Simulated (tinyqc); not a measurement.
CCSD on RHF in the 6-311g basis, for H2, spin multiplicity 1, step by step. One step of it, computed by the program tinyqc.

Task: Iteration 1: building the Fock matrix. J_ij = sum D_kl (ij|kl), K_ij = sum D_kl (ik|jl); F = H + J - 0.5 K; E = tr D H + tr D J / 2 - 0.25 tr D K + E_nn.

D at the start, order 1H 1s, 1H 2s, 1H 3s, 2H 1s, 2H 2s, 2H 3s:
$$\begin{pmatrix}
0.003482 & -0.035138 & -0.012692 & 0.003482 & -0.035138 & -0.012692 \\
-0.035138 & 0.354568 & 0.128071 & -0.035138 & 0.354568 & 0.128071 \\
-0.012692 & 0.128071 & 0.046260 & -0.012692 & 0.128071 & 0.046260 \\
0.003482 & -0.035138 & -0.012692 & 0.003482 & -0.035138 & -0.012692 \\
-0.035138 & 0.354568 & 0.128071 & -0.035138 & 0.354568 & 0.128071 \\
-0.012692 & 0.128071 & 0.046260 & -0.012692 & 0.128071 & 0.046260
\end{pmatrix}$$

core Hamiltonian H = T + V (hartree), order 1H 1s, 1H 2s, 1H 3s, 2H 1s, 2H 2s, 2H 3s:
$$\begin{pmatrix}
-0.586169 & -1.050636 & -0.689699 & -0.744055 & -0.830899 & -0.613074 \\
-1.050636 & -1.091655 & -0.869209 & -0.830899 & -0.973757 & -0.808906 \\
-0.689699 & -0.869209 & -0.817028 & -0.613074 & -0.808906 & -0.781291 \\
-0.744055 & -0.830899 & -0.613074 & -0.586169 & -1.050636 & -0.689699 \\
-0.830899 & -0.973757 & -0.808906 & -1.050636 & -1.091655 & -0.869209 \\
-0.613074 & -0.808906 & -0.781291 & -0.689699 & -0.869209 & -0.817028
\end{pmatrix}$$

Two-electron integrals (ij|kl) in chemists' order, unique and non-zero (hartree):
```
(11|11) 1.393035   (21|11) 0.822971   (21|21) 0.509703   (22|11) 0.822904
(22|21) 0.543028   (22|22) 0.644106   (31|11) 0.411256   (31|21) 0.257757
(31|22) 0.279868   (31|31) 0.130794   (32|11) 0.543681   (32|21) 0.365771
(32|22) 0.452669   (32|31) 0.189803   (32|32) 0.325140   (33|11) 0.494021
(33|21) 0.340115   (33|22) 0.445993   (33|31) 0.178035   (33|32) 0.331779
(33|33) 0.361682   (41|11) 0.369238   (41|21) 0.231832   (41|22) 0.251286
(41|31) 0.117636   (41|32) 0.170060   (41|33) 0.158948   (41|41) 0.138350
(42|11) 0.387513   (42|21) 0.257146   (42|22) 0.305628   (42|31) 0.132659
(42|32) 0.214201   (42|33) 0.209572   (42|41) 0.163496   (42|42) 0.217395
(43|11) 0.240675   (43|21) 0.161960   (43|22) 0.198293   (43|31) 0.083965
(43|32) 0.140934   (43|33) 0.140745   (43|41) 0.103724   (43|42) 0.143264
(43|43) 0.095889   (44|11) 0.755938   (44|21) 0.514601   (44|22) 0.635506
(44|31) 0.267465   (44|32) 0.450802   (44|33) 0.446987   (44|41) 0.369238
(44|42) 0.525369   (44|43) 0.351124   (44|44) 1.393035   (51|11) 0.525369
(51|21) 0.327238   (51|22) 0.351737   (51|31) 0.165751   (51|32) 0.237661
(51|33) 0.221862   (51|41) 0.163496   (51|42) 0.186369   (51|43) 0.117939
(51|44) 0.387513   (51|51) 0.217395   (52|11) 0.587842   (52|21) 0.391307
(52|22) 0.472701   (52|31) 0.202279   (52|32) 0.335166   (52|33) 0.334745
(52|41) 0.206037   (52|42) 0.266328   (52|43) 0.176016   (52|44) 0.587842
(52|51) 0.266328   (52|52) 0.378467   (53|11) 0.427873   (53|21) 0.290734
(53|22) 0.368338   (53|31) 0.151416   (53|32) 0.268057   (53|33) 0.279803
(53|41) 0.155040   (53|42) 0.210737   (53|43) 0.142416   (53|44) 0.473081
(53|51) 0.199339   (53|52) 0.302576   (53|53) 0.251971   (54|11) 0.514601
(54|21) 0.348754   (54|22) 0.431913   (54|31) 0.181195   (54|32) 0.308201
(54|33) 0.309216   (54|41) 0.231832   (54|42) 0.327238   (54|43) 0.220213
(54|44) 0.822971   (54|51) 0.257146   (54|52) 0.391307   (54|53) 0.318615
(54|54) 0.509703   (55|11) 0.635506   (55|21) 0.431913   (55|22) 0.546066
(55|31) 0.224917   (55|32) 0.396317   (55|33) 0.410823   (55|41) 0.251286
(55|42) 0.351737   (55|43) 0.239359   (55|44) 0.822904   (55|51) 0.305628
(55|52) 0.472701   (55|53) 0.395297   (55|54) 0.543028   (55|55) 0.644106
(61|11) 0.351124   (61|21) 0.220213   (61|22) 0.239359   (61|31) 0.111765
(61|32) 0.162395   (61|33) 0.152405   (61|41) 0.103724   (61|42) 0.117939
(61|43) 0.074752   (61|44) 0.240675   (61|51) 0.143264   (61|52) 0.176016
(61|53) 0.132029   (61|54) 0.161960   (61|55) 0.198293   (61|61) 0.095889
(62|11) 0.473081   (62|21) 0.318615   (62|22) 0.395297   (62|31) 0.165398
(62|32) 0.284321   (62|33) 0.290809   (62|41) 0.155040   (62|42) 0.199339
(62|43) 0.132029   (62|44) 0.427873   (62|51) 0.210737   (62|52) 0.302576
(62|53) 0.244234   (62|54) 0.290734   (62|55) 0.368338   (62|61) 0.142416
(62|62) 0.251971   (63|11) 0.442720   (63|21) 0.305186   (63|22) 0.401580
(63|31) 0.159832   (63|32) 0.299434   (63|33) 0.328009   (63|41) 0.149930
(63|42) 0.203101   (63|43) 0.137818   (63|44) 0.442720   (63|51) 0.203101
(63|52) 0.314380   (63|53) 0.267217   (63|54) 0.305186   (63|55) 0.401580
(63|61) 0.137818   (63|62) 0.267217   (63|63) 0.305853   (64|11) 0.267465
(64|21) 0.181195   (64|22) 0.224917   (64|31) 0.094154   (64|32) 0.160881
(64|33) 0.162167   (64|41) 0.117636   (64|42) 0.165751   (64|43) 0.111765
(64|44) 0.411256   (64|51) 0.132659   (64|52) 0.202279   (64|53) 0.165398
(64|54) 0.257757   (64|55) 0.279868   (64|61) 0.083965   (64|62) 0.151416
(64|63) 0.159832   (64|64) 0.130794   (65|11) 0.450802   (65|21) 0.308201
(65|22) 0.396317   (65|31) 0.160881   (65|32) 0.290906   (65|33) 0.308329
(65|41) 0.170060   (65|42) 0.237661   (65|43) 0.162395   (65|44) 0.543681
(65|51) 0.214201   (65|52) 0.335166   (65|53) 0.284321   (65|54) 0.365771
(65|55) 0.452669   (65|61) 0.140934   (65|62) 0.268057   (65|63) 0.299434
(65|64) 0.189803   (65|65) 0.325140   (66|11) 0.446987   (66|21) 0.309216
(66|22) 0.410823   (66|31) 0.162167   (66|32) 0.308329   (66|33) 0.342446
(66|41) 0.158948   (66|42) 0.221862   (66|43) 0.152405   (66|44) 0.494021
(66|51) 0.209572   (66|52) 0.334745   (66|53) 0.290809   (66|54) 0.340115
(66|55) 0.445993   (66|61) 0.140745   (66|62) 0.279803   (66|63) 0.328009
(66|64) 0.178035   (66|65) 0.331779   (66|66) 0.361682
```

nuclear repulsion = 0.78280653 hartree

Give: Coulomb J; exchange K; Fock matrix F; total energy of this density.

Result:

Coulomb J (hartree), order 1H 1s, 1H 2s, 1H 3s, 2H 1s, 2H 2s, 2H 3s:
$$\begin{pmatrix}
1.3236 & 0.8942 & 0.4646 & 0.4562 & 0.6021 & 0.4026 \\
0.8942 & 1.1153 & 0.8042 & 0.6021 & 0.8842 & 0.7226 \\
0.4646 & 0.8042 & 0.8266 & 0.4026 & 0.7226 & 0.7742 \\
0.4562 & 0.6021 & 0.4026 & 1.3236 & 0.8942 & 0.4646 \\
0.6021 & 0.8842 & 0.7226 & 0.8942 & 1.1153 & 0.8042 \\
0.4026 & 0.7226 & 0.7742 & 0.4646 & 0.8042 & 0.8266
\end{pmatrix}$$

exchange K (hartree), order 1H 1s, 1H 2s, 1H 3s, 2H 1s, 2H 2s, 2H 3s:
$$\begin{pmatrix}
0.5727 & 0.7097 & 0.5471 & 0.4357 & 0.6360 & 0.5254 \\
0.7097 & 1.0019 & 0.8205 & 0.6360 & 0.9481 & 0.8020 \\
0.5471 & 0.8205 & 0.6996 & 0.5254 & 0.8020 & 0.6925 \\
0.4357 & 0.6360 & 0.5254 & 0.5727 & 0.7097 & 0.5471 \\
0.6360 & 0.9481 & 0.8020 & 0.7097 & 1.0019 & 0.8205 \\
0.5254 & 0.8020 & 0.6925 & 0.5471 & 0.8205 & 0.6996
\end{pmatrix}$$

Fock matrix F (hartree), order 1H 1s, 1H 2s, 1H 3s, 2H 1s, 2H 2s, 2H 3s:
$$\begin{pmatrix}
0.4511 & -0.5113 & -0.4986 & -0.5058 & -0.5468 & -0.4732 \\
-0.5113 & -0.4774 & -0.4752 & -0.5468 & -0.5635 & -0.4873 \\
-0.4986 & -0.4752 & -0.3402 & -0.4732 & -0.4873 & -0.3533 \\
-0.5058 & -0.5468 & -0.4732 & 0.4511 & -0.5113 & -0.4986 \\
-0.5468 & -0.5635 & -0.4873 & -0.5113 & -0.4774 & -0.4752 \\
-0.4732 & -0.4873 & -0.3533 & -0.4986 & -0.4752 & -0.3402
\end{pmatrix}$$

total energy of this density = -0.841511 hartree
